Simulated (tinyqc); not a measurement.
Stress in a transistor channel from embedded alloy regions, liners and fins, by half-space elasticity. Changing the channel length L. Computed by tinyqc, a small Python program. Command: `OMP_NUM_THREADS=1 python tinyqc.py 3018668 3018669 out.jsonl stressor sweep`. One thread of a shared host (Intel(R) Xeon(R) Processor @ 2.30GHz), about 0.04 s of CPU time with the checks.

Plane strain in an isotropic half-space, the same constants everywhere; x along the channel from its centre, y downwards from the free surface; stress is positive in tension.

Inputs (values chosen for the exercise, modelled on silicon): alloy fraction x = 0.39; lattice change per unit x, beta = 0.0419; Young's modulus E = 165 GPa; Poisson ratio nu = 0.23; length of each stressor S = 120 nm; recess depth d = 60 nm; depth of the field point y = 2.3 nm; liner stress = -2.9 GPa; liner thickness t = 75 nm; longitudinal piezoresistance coefficient = 73.7 1e-11/Pa; vertical piezoresistance coefficient = -1 1e-11/Pa.

Stressor: Si(1-x)Ge(x) source and drain.

Method:
- Misfit e = beta x. A fully constrained inclusion holds the stress -p with p = E e/(1 - 2 nu); a blanket film would hold -E e/(1 - nu) in the plane.
- A line element dA of misfit at (a, c) in the half-space gives, with C = E e/(2 pi (1 - nu)), X = x - a, r1^2 = X^2 + (y - c)^2, r2^2 = X^2 + Y^2, Y = y + c: s_xx = -C dA {[X^2 - (y - c)^2]/r1^4 + 3 [X^2 - Y^2]/r2^4 + 4 y Y (Y^2 - 3 X^2)/r2^6}, s_yy = C dA {[X^2 - (y - c)^2]/r1^4 - [X^2 - Y^2]/r2^4 + 4 y Y (Y^2 - 3 X^2)/r2^6}. These are integrated over two rectangles, L/2 < |a| < L/2 + S, 0 < c < d (closed form in a, 200 Gauss-Legendre points in c).
- The liner over source and drain ends at the gate, x = -/+ L/2, and pulls there with the force per width F = (liner stress) t along the surface. A tangential line force gives s_xx = (2 F/pi) X^3/(X^2 + y^2)^2 at the distance X; two of them add at the centre, X = L/2. For L > 3.5 y the concentrated force is an upper bound.
- d mu/mu = -(pi_L s_xx + pi_z s_yy) for the embedded regions alone; the stress across the width is left out.

One run for each value:
```
channel length L (nm)  s_xx (MPa)  s_xx from the liner (MPa)  mobility change (%)
12                        -3048.1                     -35086               224.71
21                        -3404.4                     -24014               250.92
36                        -3368.1                     -14895               248.23
63                        -2918.3                      -8698               215.08
110                       -2124.8                      -5018               156.59
190                       -1269.4                      -2912                93.56
330                        -623.8                      -1678                45.97
580                        -260.8                       -955                19.22
1000                       -102.2                       -554                 7.53
```

Over the rows, s_xx (MPa) goes from -3050 through a minimum among these rows, -3400 at 21.0, to -102; s_xx from the liner (MPa) rises from -35100 to -554 (exponent d ln y / d ln x -0.68 between the first rows and -1.00 between the last); mobility change (%) goes from 225 through a maximum among these rows, 251 at 21.0, to 7.53. At the high end the exponent of s_xx from the liner is -1.00, close to -1: the field of a line force.

Caution (rows 12.0, 21.0, 36.0, 63.0, 110, 190): the real force is spread over several liner thicknesses, so for a channel this short the concentrated force clearly overstates the stress. Caution (rows 12.0, 21.0, 36.0, 63.0, 110, 190, 330): beyond a few hundred MPa bulk piezoresistance coefficients no longer describe an inversion layer well.

Extremes, crossings and ranges named in words are read from the listed rows.
